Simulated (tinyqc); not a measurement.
Finite square well with mass mismatch (envelope functions): one step. Levels with energy-dependent masses. Two cases, with inputs chosen for the exercise.

Problem. Solve the same condition with the energy-dependent masses, and list the shift from the parabolic levels that exist in both.

A square well of width L and depth V0, mass mw inside and mb outside, energies from the bottom of the well, c = hbar^2/2m0. k = sqrt(mw E/c), kappa = sqrt(mb (V0 - E)/c). psi and psi'/m are continuous at the walls (BenDaniel-Duke), so level n solves k L + 2 atan[(k/mw)/(kappa/mb)] = n pi.

Non-parabolic bands: mw is replaced by mw (1 + alpha_w E) and mb by mb (1 - alpha_b (V0 - E)), in k, kappa and the matching condition alike.

Constants: hbar^2/2m0 = 3.80998211 eV angstrom^2.

Case 1.

Values chosen (near those of a strained Si well in SiGe; not measured data): L = 64 angstrom (well width); V0 = 0.177 eV (barrier height); mw = 0.916 m0 (mass in the well); mb = 0.932 m0 (mass in the barrier); alpha_w = 0.49 1/eV (non-parabolicity in the well); alpha_b = 0.5 1/eV (non-parabolicity in the barrier).

Case 2.

Values chosen (near those of the light valleys of a Si film in SiO2; not measured data): L = 20 angstrom (well width); V0 = 3.042 eV (barrier height); mw = 0.19 m0 (mass in the well); mb = 0.495 m0 (mass in the barrier); alpha_w = 0.53 1/eV (non-parabolicity in the well); alpha_b = 0.16 1/eV (non-parabolicity in the barrier).

Give: a table of n, E (eV), mass inside, mass outside, shift (meV).

Solution.

Case 1.

Levels:
```
n  E (eV)  mass inside  mass outside  shift (meV)
1  0.0076       0.9194        0.8531          0.1
2  0.0299       0.9294        0.8634         -0.1
3  0.0654       0.9454        0.8800         -1.2
4  0.1116       0.9661        0.9015         -4.1
5  0.1628       0.9891        0.9254         -7.5
```

Level 1 moves by +0.1 meV and level 5 by -7.5 meV. The lighter mass deep in the barrier hardens the wall for low levels; the heavier mass in the well wins higher up.

Case 2.

Levels:
```
n  E (eV)  mass inside  mass outside  shift (meV)
1  0.2676       0.2169        0.2753         16.2
2  0.8810       0.2787        0.3239       -161.3
3  1.6198       0.3531        0.3824       -772.4
4  2.3852       0.4302        0.4430            -
5  3.0416       0.4963        0.4950            -
```

Level 1 moves by +16.2 meV and level 3 by -772.4 meV. The lighter mass deep in the barrier hardens the wall for low levels; the heavier mass in the well wins higher up. The heavier mass inside raises k at E = V0, which binds further levels (2 of them among the six at most that are listed).

Computed by tinyqc, one run a case: `OMP_NUM_THREADS=1 python tinyqc.py N N+1 out.jsonl` with N = 1282370, 1282383; one thread of a shared Intel(R) Xeon(R) Processor @ 2.30GHz, about 0.01 s a run at most.
